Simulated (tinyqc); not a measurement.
# Inputs raised by 2 %, one at a time

Model: field-effect mobility of a thin-film transistor with band-tail and deep states (multiple trapping). Computed by tinyqc, a small Python program. Command: `OMP_NUM_THREADS=1 python tinyqc.py 3007323 3007324 out.jsonl tft sens`. One thread of a shared host (Intel(R) Xeon(R) Processor @ 2.30GHz), about 0.2 s of CPU time with the checks.

A thick film in accumulation at small drain voltage. Only free electrons move; trapped ones still screen the gate. N_c and mu_0 are held fixed when T changes, leaving out the T^(3/2) growth of N_c. x = E_0 - psi is the distance of the Fermi level below the band edge.

Inputs (values chosen for the exercise, modelled on polycrystalline silicon): permittivity eps = 11.7; effective density of states N_c = 2.6e+19 1/cm^3; band mobility mu_0 = 170 cm^2/(V s); tail density at the edge g_t = 5.8e+20 1/(eV cm^3); tail width E_t = 29 meV; flat-band Fermi level below the edge, E_0 = 0.36 eV; equivalent oxide thickness t = 100 nm; surface band bending psi_s as a fraction of E_0 = 0.99; temperature T = 250 K.

Deep states: none.

Constants: k_B = 8.617333262e-05 eV/K; e = 1.602176634e-19 C; eps_0 = 8.8541878128e-12 F/m.

Method:
- F_j(eta) = int_0^infinity x^j/(1 + exp(x - eta)) dx, without a gamma-function factor.
- Integrals over x = E/(k_B T) use 160 Gauss-Legendre points in u = sqrt(x) from 0 to sqrt(max(eta, 0) + 32).
- Free n(x) = N_c (2/sqrt(pi)) F_1/2(-x/k_B T), with F_1/2 from its two-term series in exp(-x/k_B T) for x >= 12 k_B T; tail n_t(x) = int_0^1.2eV g_t exp(-E/E_t)/(1 + exp((x - E)/k_B T)) dE, E counted down from the edge, 120 Gauss-Legendre points; space charge rho(psi) = n + n_t less its value at psi = 0.
- Poisson: F(psi) = sqrt((2 e/(eps eps_0)) int_0^psi rho dpsi'); V_G - V_FB = psi_s + eps F(psi_s) t/3.9; free sheet density N_f = int (n - n(E_0))/F dpsi; induced sheet density N_i = eps eps_0 F(psi_s)/e; trapezoid rule on 301 even points in psi, the first interval left out of N_f.
- mu_eff = mu_0 N_f/N_i; field-effect mobility mu_FE = mu_0 e (dN_f/dV_G)/C_ox and swing S = dV_G/dlog10(N_f), by a central difference of +/- 2 mV in psi_s; C_ox = 3.9 eps_0/t.

Runs; columns: (1) input moved; (2) from; (3) to; (4) effective mobility mu_eff (cm^2/(V s)); (5) V_G - V_FB (V); (6) swing S (mV/decade); (7) free sheet density N_f (1/cm^2):
```
(1)                                             (2)        (3)     (4)     (5)    (6)         (7)
base run                                          -          -  55.963  16.905  21155  1.1741e+12
effective density of states N_c (1/cm^3)    2.6e+19  2.652e+19  56.675  16.975  21344  1.1941e+12
band mobility mu_0 (cm^2/(V s))                 170      173.4  57.082  16.905  21155  1.1741e+12
tail density at the edge g_t (1/(eV cm^3))  5.8e+20  5.916e+20  55.255  17.000  21177  1.1659e+12
tail width E_t (meV)                             29      29.58  54.488  17.070  21007  1.1546e+12
equivalent oxide thickness t (nm)               100        102  55.963  17.236  21577  1.1741e+12
temperature T (K)                               250        255  56.791  17.018  21564  1.1996e+12
permittivity eps                               11.7     11.934  55.963  17.070  21365  1.1858e+12
```

Exponents ln(y'/y) / ln(x'/x):
```
input                            effective mobility mu_eff  V_G - V_FB  swing S  free sheet density N_f
effective density of states N_c                      0.639       0.210    0.449                   0.853
band mobility mu_0                                   1.000       0.000    0.000                   0.000
tail density at the edge g_t                        -0.643       0.282    0.052                  -0.355
tail width E_t                                      -1.348       0.491   -0.354                  -0.846
equivalent oxide thickness t                         0.000       0.979    0.996                   0.000
temperature T                                        0.742       0.337    0.966                   1.086
permittivity eps                                     0.000       0.490    0.498                   0.500
```

To which inputs is each result most sensitive?

Among the inputs moved here: effective mobility mu_eff answers most in size to tail width E_t (exponent -1.348), next to band mobility mu_0 (+1.000); its exponent is below 0.0005 for equivalent oxide thickness t, permittivity eps. Its exponent +1.000 in band mobility mu_0: trapping only scales mu_0. Its exponent 0.000 in equivalent oxide thickness t: at fixed band bending the oxide does not enter. V_G - V_FB answers most in size to equivalent oxide thickness t (exponent +0.979), next to tail width E_t (+0.491); its exponent is below 0.0005 for band mobility mu_0. Swing S answers most in size to equivalent oxide thickness t (exponent +0.996), next to temperature T (+0.966); its exponent is below 0.0005 for band mobility mu_0. Free sheet density N_f answers most in size to temperature T (exponent +1.086), next to effective density of states N_c (+0.853); its exponent is below 0.0005 for band mobility mu_0, equivalent oxide thickness t.
